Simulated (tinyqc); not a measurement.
Junctionless gate-all-around wire, depletion approximation: one step of the calculation.

A uniformly doped n-type wire of radius R under a surrounding gate; long channel. Below flat band a shell from radius rc to R is fully depleted and the neutral core, at channel potential V (0 at the source, Vd at the drain), carries the current with constant mobility; s = (rc/R)^2 is the share of the cross-section that conducts. The edge of the depleted shell is taken as abrupt, so there is no subthreshold current.

Problem. Core radius, conductance and current. s solves Vfb - Vg + V = A (1 - s + s ln s) + B (1 - s), and s = 0 where the left side exceeds A + B. I = (q mu Nd pi R^2/L)[g(s0) - g(sL)], g = A (s^2/4 - (s^2/2) ln s) + B s^2/2, with s0 at V = 0 and sL at V = Vd. rc = R sqrt(s0); the small-signal conductance at Vd = 0 is q mu Nd pi R^2 s0/L.

Parameters, values chosen for the exercise; material values close to those of silicon: wire radius R = 8 nm; donor density Nd = 5.6e18 cm^-3; effective mobility in the wire mu = 67 cm^2/(V s); gate length L = 0.5 um; drain voltage Vd = 0.2 V.

Constants: q = 1.602176634e-19 C. Results are converted to the units shown.

s0 = 0.11129300
sL = 0
A = 0.13740030 V
B = 0.20419065 V

Give: rc at the source; conductance; I.

Solution.

rc at the source = 2.6688 nm
conductance = 0.26903 uS
I = 0.0086016 uA

The drain end is pinched off, so the current is saturated.

Computed by the program tinyqc: `OMP_NUM_THREADS=1 python tinyqc.py 2460034 2460035 out.jsonl`, one thread of a shared Intel Xeon 2.30GHz, about 0.01 s for the whole run.
